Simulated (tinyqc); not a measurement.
Changing the backscatter range beta: electron-beam lithography: double-Gaussian proximity function, edge placement and dose correction for parallel lines. Computed by tinyqc, a small Python program. Command: `OMP_NUM_THREADS=1 python tinyqc.py 3111319 3111320 out.jsonl proximity sweep`. One thread of a shared host (Intel(R) Xeon(R) Processor @ 2.30GHz), about 0.01 s of CPU time with the checks.

Lines are infinitely long. Absorbed energy is counted so that the middle of a very large area written at dose 1 receives 1; the resist develops where it exceeds 1/2.

Inputs (values chosen for the exercise, of the order of those for 10 keV electrons in resist on silicon): forward range alpha = 0.02 micrometre; backscatter ratio eta = 0.88.

line widths (micrometre): 0.082  1.1  0.2  0.41

gaps between the lines (micrometre): 0.12  0.35  0.071

Method:
- The first line starts at x = 0; each next one starts after the width and the gap.
- f(r) = [exp(-r^2/alpha^2)/alpha^2 + eta exp(-r^2/beta^2)/beta^2]/(pi (1 + eta)). A line from a to b at dose d gives E(x) = d [S(alpha) + eta S(beta)]/(1 + eta), S(s) = [erf((b - x)/s) - erf((a - x)/s)]/2.
- M_ij is the mean of E at the two edges of line i from line j at dose 1.
- Uncorrected edge energies are M 1. Solve M d = 1/2 for the doses d that put the mean edge energy of every line at the threshold.

One run for each value:
```
backscatter range beta (micrometre)  largest over smallest dose
0.15                                                     1.3099
0.27                                                     1.3477
0.49                                                     1.3163
0.89                                                     1.2980
1.60                                                     1.1694
2.90                                                     1.0475
5.30                                                     1.0093
9.60                                                     1.0017
```

Describe the trends.

Over the rows, largest over smallest dose goes from 1.31 through a maximum among these rows, 1.35 at 0.270, to 1.00.

Extremes, crossings and ranges named in words are read from the listed rows.
